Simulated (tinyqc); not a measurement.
Three structures under pressure: Born-Mayer model of an ionic crystal AB. Computed by tinyqc, a small Python program. Command: `OMP_NUM_THREADS=1 python tinyqc.py 3013110 3013111 out.jsonl bornmayer walk`. One thread of a shared host (Intel(R) Xeon(R) Processor @ 2.30GHz), about 0.01 s of CPU time with the checks.

Energies are per ion pair and r is the nearest distance of unlike ions.

Inputs (values chosen for the exercise, for a model salt): ionic charge z = 1; unlike repulsion lambda = 356 eV; range rho = 0.354 angstrom.

Structure: zinc blende. Short range: nearest neighbours only.

Constants: e^2/(4 pi eps_0) = 14.39964548 eV angstrom; 1 eV/angstrom^3 = 160.2176634 GPa.

Method:
- Madelung constant M, unlike neighbours z1, like neighbours z2 at f r, volume per pair: rock salt 1.747565, 6, 12, sqrt2, 2 r^3; caesium chloride 1.762675, 8, 6, 2/sqrt3, 8 r^3/(3 sqrt3); zinc blende 1.638055, 4, 12, sqrt(8/3), 16 r^3/(3 sqrt3).
- U(r) = -M z^2 e^2/(4 pi eps_0 r) + z1 lambda exp(-r/rho).
- With the volume written as c r^3, under pressure take the root at the minimum of the enthalpy and solve U'(r) + 3 c r^2 P = 0; H = U + P V; B = (U'' - 2 U'/r)/(9 c r).

Enthalpy (eV per pair):
```
P (GPa),rock salt,caesium chloride,zinc blende
0,-8.3006,-8.0255,-8.2222
2,-7.8660,-7.6353,-7.6798
5,-7.2601,-7.0869,-6.9395
10,-6.3348,-6.2427,-5.8309
20,-4.6859,-4.7243,-3.8960
40,-1.8519,-2.0871,-0.6440
70,1.7600,1.3089,3.4160
100,4.9198,4.3036,6.9128
```

volumes at zero pressure (angstrom^3): rock salt 36.068, caesium chloride 32.246, zinc blende 45.566

At zero pressure the order is rock salt < zinc blende < caesium chloride. Between 10 and 20 GPa the lowest enthalpy passes from rock salt to caesium chloride. Pressure favours the denser structure, through P V. The Madelung constants, the number of repulsive contacts and the volumes (36.1, 32.2, 45.6 angstrom^3 at P = 0) all matter. Caution: rigid ions with fixed charges leave out polarisation and covalency, so such models often misplace transition pressures.

Extremes, crossings and ranges named in words are read from the listed rows.
